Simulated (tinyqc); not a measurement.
The width of the window: equation-of-state fits to an energy-volume table made by a known binding curve. Computed by tinyqc, a small Python program. Command: `OMP_NUM_THREADS=1 python tinyqc.py 3011242 3011243 out.jsonl eosfit walk`. One thread of a shared host (Intel(R) Xeon(R) Processor @ 2.30GHz), about 0.03 s of CPU time with the checks.

With x = (V/V_0)^(1/3), the energy per atom is E = -D [1 + eta (x - 1)] exp(-eta (x - 1)), so that B0 = D eta^2/(9 V_0) and B' = 1 + 2 eta/3. B' = dB/dP at P = 0.

Inputs (values chosen for the exercise, for a model crystal): cohesive energy D = 5.18 eV/atom; true volume V_0 = 14.2 angstrom^3/atom; stiffness eta = 6.68; shift of the window centre s = -0.02; points N = 9; compression V/V_0 for the pressure test = 0.8; noise amplitude = 0.17 meV.

Binding curve: universal binding. Noise: added.

Constants: 1 eV/angstrom^3 = 160.2176634 GPa.

Method:
- B0 and B' from the formulas above; P = -dE/dV at V = c V_0 (c the compression chosen), from the curve itself.
- Table: V_j = V_0 [1 + s + w (2 j/(N - 1) - 1)], j = 0..N-1, rounded to 0.001; E_j from the curve plus the noise amplitude times the listed numbers xi_j (xi_0 first), rounded to 1e-7 eV.
- Murnaghan: E = E0 + (B0 V/B') [(V0/V)^B'/(B' - 1) + 1] - B0 V0/(B' - 1), P = (B0/B') [(V0/V)^B' - 1].
- Birch-Murnaghan: E = E0 + (9 V0 B0/16) [y^3 B' + y^2 (2 - 4 y)], y = (V0/V)^(2/3) - 1; P = (3 B0/2) (x^7 - x^5) [1 + (3/4)(B' - 4)(x^2 - 1)], x = (V0/V)^(1/3).
- Vinet: E = E0 + (9 B0 V0/h^2) {1 + [h (1 - x) - 1] exp(h (1 - x))}, P = 3 B0 (1 - x) x^-2 exp(h (1 - x)), x = (V/V0)^(1/3), h = (3/2)(B' - 1).
- All are least-squares fits to the energies; for polynomials in V, B0 = V E'' and B' = -1 - V E'''/E'' at the minimum.
- The table is made anew for each w.

numbers xi_j, drawn evenly from -1 to 1: [-0.3170, 0.8784, 0.7044, -0.6102, -0.7014, 0.9957, 0.6941, 0.9581, 0.1208]

exact B0 = 289.776 GPa

exact B' = 5.45333

Errors (%):
```
w     B0, parabola  B0, cubic  B0, Murnaghan  B0, Birch-Murnaghan  B0, Vinet  B', Birch-Murnaghan
0.03        14.067     -1.819         -0.653               -0.896     -0.881                8.506
0.05        14.746     -0.139         -0.082               -0.131     -0.125                0.702
0.08        16.528      1.587         -0.249               -0.072     -0.002               -0.761
0.12        20.289      4.852         -0.772               -0.195      0.013               -1.229
0.16        25.720      9.596         -1.473               -0.392      0.013               -1.598
0.22        37.385     20.060         -2.742               -0.792      0.011               -2.305
```

What follows from these numbers?

The Birch-Murnaghan error of B0 is smallest among these at w = 0.08 (0.072 % in size); it is 0.896 % at the narrowest and 0.792 % at the widest. A narrow window magnifies the noise, since the energy range shrinks as w^2, and a wide one exposes the form. The Vinet form is the binding curve itself here, so its error comes from noise and rounding alone. At the widest window the errors of B0 are +37.4 % for the parabola and +20.1 % for the cubic in V.

Extremes, crossings and ranges named in words are read from the listed rows.
